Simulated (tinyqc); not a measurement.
What each parameter does: coherent potential approximation for a binary alloy with a semi-elliptic band.

Site levels eA = -x d (share 1 - x) and eB = (1 - x) d (share x), so that their mean, the virtual crystal, is 0. Pure band: G0(z) = 2 (z - sqrt(z - W) sqrt(z + W))/W^2 with principal roots, density -Im G/pi per site. The medium has a self-energy S(z), G = G0(z - S), z = E + i eta. t_i = (e_i - S)/(1 - (e_i - S) G); the CPA demands <t> = (1 - x) tA + x tB = 0. Iteration: start at S = 0, set S(new) = S + <t>/(1 + <t> G), stop when |<t>| < 1e-9 eV.

Values chosen for the exercise:
```
symbol  value  unit  meaning
W       1.7    eV    half width of the pure band
x       0.4          fraction of B
d       0.61   eV    eB - eA
eta     0.034  eV    broadening
E       1.11   eV    energy
```

Converged values at E.

One parameter was then changed.

Results before and after:
```
case,Re S (eV),Im S (eV),density (1/eV)
base,0.0668,-0.0848,0.2714
changed,0.0549,-0.0824,0.2610
```

Which of these changes was made? (a) W = 1.87 eV; (b) eta = 0.068 eV; (c) d = 0.671 eV; (d) x = 0.45; (e) E = 1.28 eV.

Answer: (a) W = 1.87 eV. Of the candidates, run in turn, only this one gives the changed row.

All candidates:
```
case,Re S (eV),Im S (eV),density (1/eV)
base,0.0668,-0.0848,0.2714
W = 1.87 eV,0.0549,-0.0824,0.2610
x = 0.45,0.0699,-0.0797,0.2728
d = 0.671 eV,0.0812,-0.1025,0.2704
eta = 0.068 eV,0.0647,-0.0828,0.2651
E = 1.28 eV,0.0762,-0.0732,0.2429
```

Program tinyqc; command `OMP_NUM_THREADS=1 python tinyqc.py 1450085 1450086 out.jsonl`; about 0.01 s on one thread of a shared Intel(R) Xeon(R) Processor @ 2.30GHz.
